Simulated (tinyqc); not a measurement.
Mean-field antiferromagnet of the Hubbard model on the square lattice: one step. Folded levels on the mesh. Two cases, with inputs chosen for the exercise.

Problem. Collect the points with equal |e-| and e+.

e(k) = -2 t (cx + cy) - 4 t2 cx cy, ci = cos ki; one electron a site; Q = (pi, pi). <n_up - n_dn> = m cos(Q.R) gives Delta = U m/2 and bands E = e+ -/+ sqrt(e-^2 + Delta^2), e+- = (e(k) +- e(k + Q))/2 (the constant U/2 is dropped). Means run over the mesh k_i = 2 pi (j + 1/2)/N of the whole zone: mu from mean(f(E-) + f(E+)) = 1; m(out) = mean of Delta (f(E-) - f(E+))/sqrt(e-^2 + Delta^2); free energy per site F = -kT mean[ln(1 + exp(-(E- - mu)/kT)) + ln(1 + exp(-(E+ - mu)/kT))] + mu + U m^2/4. Order at T > 0 in two dimensions is an artefact of mean field.

Give: Classes of points.

Case 1.

Values chosen: t = 0.91 eV (nearest hopping); t2 = 0 eV (second hopping); N = 6 (mesh).

Solution.

Classes of points:
```
|e-| (eV)  e+ (eV)  points
0.0000      0.0000      12
1.5762      0.0000      16
3.1523      0.0000       8
```

Case 2.

Values chosen: t = 1.19 eV (nearest hopping); t2 = -0.3 eV (second hopping); N = 8 (mesh).

Solution.

Classes of points:
```
|e-| (eV)  e+ (eV)  points
0.0000     -1.0243       8
0.0000     -0.1757       8
1.2880     -0.4243      16
1.8216      0.1757       8
3.1096      0.4243      16
4.3977      1.0243       8
```

Computed by tinyqc, one run a case: `OMP_NUM_THREADS=1 python tinyqc.py N N+1 out.jsonl` with N = 1651157, 1651420; one thread of a shared Intel(R) Xeon(R) Processor @ 2.30GHz, about 0.2 s a run at most.
